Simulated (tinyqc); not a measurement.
# Bandgap voltage reference from two bipolar transistors: output against temperature

Two transistors of area 1 and N carry the same current I. Is(T) = Is (T/T0)^eta exp[(Vg0 q/kB)(1/T0 - 1/T)], VBE1 = Vt ln(I/Is(T)) + I rb, VBE2 = Vt ln(I/(N Is(T))) + I rb/N. The amplifier forces I R1(T) = VBE1 - VBE2 + Vos, with R(T) = R (1 + tc (T - T0)) for both resistors, and the output is Vref = VBE1 + I R2(T). Base currents and the Early effect are neglected.

Vt = kB T/q; I = (Vt ln N + Vos)/(R1(T) - rb (1 - 1/N)).

Inputs (values chosen for the exercise); values of the order met in silicon bipolar transistors: reference temperature T0 = 300 K; band-gap voltage extrapolated to 0 K Vg0 = 1.143 V; temperature exponent of the saturation current eta = 3.1; saturation current of the unit transistor at T0 Is = 1.5e-17 A; area ratio of the second transistor N = 15; resistor across which the difference of VBE falls, at T0 R1 = 20 kohm; temperature coefficient of both resistors tc = 0 ppm/K; offset of the amplifier Vos = 0 mV; series resistance of the unit transistor rb = 51 ohm; output resistor at T0 R2 = 152.7 kohm.

Constants: q = 1.602176634e-19 C, kB = 1.380649e-23 J/K. Results are converted to the units shown.

Output against temperature:

| T (K) | I (uA) | VBE1 (V) | I R2 (V) | Vref (V) | Vref - Vref(T0) (mV) | dVref/dT (uV/K) |
|---|---|---|---|---|---|---|
| 218 | 2.5497 | 0.81692 | 0.38934 | 1.2063 | -6.4633 | 109.25 |
| 233 | 2.7251 | 0.79168 | 0.41613 | 1.2078 | -4.9159 | 97.203 |
| 253 | 2.9591 | 0.75776 | 0.45185 | 1.2096 | -3.1229 | 82.301 |
| 273 | 3.1930 | 0.72354 | 0.48757 | 1.2111 | -1.6164 | 68.533 |
| 298 | 3.4854 | 0.68041 | 0.53222 | 1.2126 | -0.10414 | 52.676 |
| 323 | 3.7778 | 0.63689 | 0.57687 | 1.2138 | 1.0281 | 38.098 |
| 348 | 4.0702 | 0.59302 | 0.62152 | 1.2145 | 1.8098 | 24.607 |
| 373 | 4.3626 | 0.54883 | 0.66617 | 1.2150 | 2.2662 | 12.053 |
| 398 | 4.6550 | 0.50433 | 0.71081 | 1.2151 | 2.4192 | 0.31279 |
| 423 | 4.9474 | 0.45955 | 0.75546 | 1.2150 | 2.2878 | -10.712 |

Read the table: what changes, and by how much?

VBE1 falls by 1.74 mV/K on average and I R2 rises by 1.79 mV/K. The slope of Vref vanishes at T = 399 K. Between 233 and 398 K Vref spans 7.34 mV, or 36.7 ppm/K by the box method (span over the average over T, over 165 K).

Program tinyqc, `OMP_NUM_THREADS=1 python tinyqc.py 2062091 2062092 out.jsonl`; Intel Xeon 2.30GHz, shared host, one thread, about 0.03 s.
